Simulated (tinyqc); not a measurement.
MOSFET in saturation, small-signal circuit and noise: two steps of the calculation.

Bias by the inversion coefficient IC = I/Ispec (charge-based model with velocity saturation; weak inversion below 0.1, strong above 10). Common-source circuit: gm, gds, Cgs, Cgd and Cj at the inner nodes, Rg in series with the gate; quasi-static, no source or drain resistance, no gate-body capacitance, no substrate network, no induced gate noise, so fmax is an upper estimate.

Inputs (values chosen for the exercise): signal frequency f = 0.4 GHz.

Task 1. Admittance matrix. Inner admittances at w = 2 pi f: y11 = i w (Cgs + Cgd), y12 = -i w Cgd, y21 = gm - i w Cgd, y22 = gds + i w (Cgd + Cd). Invert to Z, add Rg to Z11 and invert back to Y.

gm = 0.11571478 mS
gds = 0.0018514365 mS
Cgs = 6.6869675 fF
Cgd = 3.7 fF
Cd = 5.6 fF
Rg = 22.777778 ohm

Give: inner y; Y with Rg.

Result 1.

inner y (mS):
```
                  1                 2
1  0.00000+0.02611i  0.00000-0.00930i
2  0.11571-0.00930i  0.00185+0.02337i
```

Y with Rg (mS):
```
                  1                  2
1  0.00002+0.02611i  -0.00001-0.00930i
2  0.11571-0.00937i   0.00185+0.02340i
```

Task 2. Current gain and unilateral power gain. |h21| = |Y21/Y11|; U = |Y21 - Y12|^2/(4 [Re Y11 Re Y22 - Re Y12 Re Y21]). Extrapolated at 20 dB a decade: f |h21| and f sqrt(U).

Y with Rg (mS):
```
                            1                            2
1  0.0000155227+0.0261052874i  -0.0000055294-0.0092991110i
2  0.1157092085-0.0093679173i   0.0018534207+0.0233979581i
```

Give: |h21|; U; f |h21|; f sqrt(U).

Result 2.

|h21| = 4.447
U = 5007
f |h21| = 1.779 GHz
f sqrt(U) = 28.30 GHz

Numbers from tinyqc (`OMP_NUM_THREADS=1 python tinyqc.py 2150127 2150128 out.jsonl`; about 0.01 s on one thread of a shared Intel Xeon 2.30GHz).
